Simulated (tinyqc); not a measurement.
# Small-signal admittance of a forward-biased p+-n diode: admittance against frequency

Holes injected into a neutral base of width wb with an ohmic contact at its end; low injection, p0 far above the equilibrium density. A small voltage v exp(i w t), w = 2 pi f, modulates the edge density by p0 v/Vt, and the small-signal density obeys Dp d2p/dx2 = (1/tau + i w) p.

L = sqrt(Dp tau); direct current J = (q Dp p0/L) coth(wb/L); k = sqrt(1 + i w tau)/L; diffusion admittance Y = (q Dp p0/Vt) k coth(k wb) = G + i w C_diff; junction capacitance C_j = sqrt(q eps0 eps_r Nd/(2 Vr)) in the depletion approximation, with the remaining barrier Vr = Vt ln(Na/p0), a rough value under forward bias; base-width modulation is left out. Measured admittance 1/[Rs + 1/(Y + i w C_j)].

Parameters, values chosen for the exercise; permittivity close to that of 4H silicon carbide:
```
symbol  value      unit                                   meaning
T         300         K                               temperature
eps_r     9.7                               relative permittivity
Nd       7e15     cm^-3                 donor density of the base
Dp        2.8    cm^2/s                hole diffusion coefficient
tau      1e-6         s                             hole lifetime
wb         18        um                 width of the neutral base
p0       1e14     cm^-3  excess hole density at the junction edge
Na       9e19     cm^-3           acceptor density of the p+ side
Rs      0.011  ohm cm^2                         series resistance
```

Constants: q = 1.602176634e-19 C, kB = 1.380649e-23 J/K, Vt = kB T/q, eps0 = 8.8541878128e-14 F/cm where lengths are in cm. Results are converted to the units shown.

The same in every row: C_j (uF/cm^2) = 0.03686.

Admittance against frequency:

| f (Hz) | w tau | G (S/cm^2) | C_diff (uF/cm^2) | measured G (S/cm^2) | measured C (uF/cm^2) | phase of the measured Y (degrees) |
|---|---|---|---|---|---|---|
| 900 | 0.005655 | 1.310 | 0.3227 | 1.291 | 0.3494 | 0.08766 |
| 4000 | 0.02513 | 1.310 | 0.3227 | 1.291 | 0.3494 | 0.3896 |
| 20000 | 0.1257 | 1.310 | 0.3227 | 1.292 | 0.3494 | 1.947 |
| 70000 | 0.4398 | 1.314 | 0.3223 | 1.296 | 0.3490 | 6.756 |
| 3e5 | 1.885 | 1.382 | 0.3157 | 1.366 | 0.3421 | 25.27 |
| 1e6 | 6.283 | 1.911 | 0.2660 | 1.909 | 0.2904 | 43.70 |
| 5e6 | 31.42 | 4.177 | 0.1287 | 4.252 | 0.1509 | 48.11 |
| 2e7 | 125.7 | 8.253 | 0.06515 | 8.936 | 0.08433 | 49.86 |
| 8e7 | 502.7 | 16.46 | 0.03267 | 21.31 | 0.04508 | 46.75 |

What does the table show?

G starts at J/Vt = 1.31 S/cm^2 and C_diff at (J tau/(2 Vt))(1 - 2 x/sinh 2x) = 0.323 uF/cm^2, x = wb/L = 1.08. Between the last two rows G goes as f^(0.50) and C_diff as f^(-0.50); the limits are 1/2 and -1/2, reached when the signal penetrates only sqrt(Dp/w). The measured C is 2.8 % below C_diff + C_j in the first row and 35 % below it in the last, the difference being due to Rs.

Program tinyqc, `OMP_NUM_THREADS=1 python tinyqc.py 2890164 2890165 out.jsonl`; Intel Xeon 2.30GHz, shared host, one thread, about 0.01 s.
